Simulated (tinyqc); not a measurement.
Size effects in the resistivity of thin metal films and interconnect lines: one step, computed by the program tinyqc.

Electrons lose their drift at surfaces (a share 1 - p of the hits) and at grain boundaries (reflection R), besides bulk scattering.

Task: Surfaces. Fuchs-Sondheimer film: rho_b/rho = 1 - (3/(2 kappa))(1 - p) int_0^1 (s - s^3)(1 - exp(-kappa/s))/(1 - p exp(-kappa/s)) ds, f = rho/rho_b, kappa = thickness/lambda, 80 Gauss-Legendre points.

Inputs (values chosen for the exercise, modelled on ruthenium): bulk mean free path lambda = 6.46 nm; specularity p = 0; film thickness h = 47 nm.

Geometry: film.

Give: kappa = h/lambda; rho/rho_b from surfaces.

Result:

kappa = h/lambda = 7.2755

rho/rho_b from surfaces = 1.0543

The thick-film form 1 + 3 (1 - p)/(8 kappa) gives 1.052, a deviation of -0.3 %.
